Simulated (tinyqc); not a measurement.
Changing the lifetime tau: Haynes-Shockley experiment: drift, diffusion and decay of a minority-carrier pulse. Computed by tinyqc, a small Python program. Command: `OMP_NUM_THREADS=1 python tinyqc.py 3112388 3112389 out.jsonl haynes sweep`. One thread of a shared host (Intel(R) Xeon(R) Processor @ 2.30GHz), about 0.01 s of CPU time with the checks.

A thin sheet of excess carriers is made at x = 0, t = 0 in a long uniform bar; injection is low, so the pulse moves with the minority mobility.

Inputs (values chosen for the exercise, modelled on holes in n-type silicon in a lightly doped bar):
```
quantity                       value        unit
minority mobility mu             416  cm^2/(V s)
temperature T                    300           K
field F                           33        V/cm
distance d to the collector     0.53          cm
injected sheet density N0    1.2e+09      1/cm^2
```

Constants: k_B = 8.617333262e-05 eV/K.

Method:
- D = mu k_B T/e, v = mu F.
- Transit time d/v, diffusion length sqrt(D tau), drift length v tau, Peclet number v d/D = e F d/(k_B T).
- dn(x, t) = N0/sqrt(4 pi D t) exp(-(x - v t)^2/(4 D t) - t/tau).
- At fixed x the signal peaks where d ln(dn)/dt = 0: a t^2 + t/2 - x^2/(4 D) = 0 with a = v^2/(4 D) + 1/tau.
- The full width at half maximum is found by solving dn(x, t) = peak/2 on both sides of the peak.
- With w the full width at half maximum: mu = d/(F t_p); D = (w d)^2/(16 ln2 t_p^3); Einstein ratio D/mu against k_B T/e.

One run for each value:
```
lifetime tau (microsecond)  peak density (1/cm^3)  time of the peak t_p (microsecond)  error of mu (%)  error of D (%)
18                                      1.965e+09                               38.31           0.7800          0.2490
36                                      5.705e+09                               38.43           0.4644          0.2498
71                                      9.660e+09                               38.49           0.3085          0.2502
140                                     1.262e+10                               38.52           0.2294          0.2504
280                                     1.448e+10                               38.53           0.1887          0.2505
550                                     1.549e+10                               38.54           0.1687          0.2506
1100                                    1.605e+10                               38.55           0.1583          0.2506
2200                                    1.633e+10                               38.55           0.1531          0.2506
```

Over the rows, peak density (1/cm^3) rises from 1.97e9 to 1.63e10 (exponent d ln y / d ln x 1.5 between the first rows and 0.025 between the last); time of the peak t_p (microsecond) rises from 38.31 to 38.55; error of mu (%) falls from 0.780 to 0.153 (exponent d ln y / d ln x -0.75 between the first rows and -0.048 between the last). With a long lifetime the error of mu tends to the part from spreading alone; in the last row it is 0.153 %.

Extremes, crossings and ranges named in words are read from the listed rows.
